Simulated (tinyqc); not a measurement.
## Slope factor and drain-induced lowering from three currents

Question. With source and body at 0 V, I = A exp((Vg + dd Vd)/(nf Vt)) (1 - exp(-Vd/Vt)). Find nf, the swing nf Vt ln 10 and dd.

Inputs (values chosen for the exercise):
- T = 300 K (temperature)

Constants: q = 1.602176634e-19 C, kB = 1.380649e-23 J/K, Vt = kB T/q. Results are converted to the units shown.

currents at (Vg, Vd) = (0, 0.05), (0, 1) and (0.06, 1) V (nA/um): 0.0070635319  1.7206905  12.508445

Answer. The pair at equal Vd gives nf; the pair at equal Vg, after dividing out the factors 1 - exp(-Vd/Vt), gives dd.

nf = 1.170
swing = 69.65 mV/decade
dd = 0.1700

Program tinyqc, `OMP_NUM_THREADS=1 python tinyqc.py 2242017 2242018 out.jsonl`; Intel Xeon 2.30GHz, shared host, one thread, about 0.03 s.
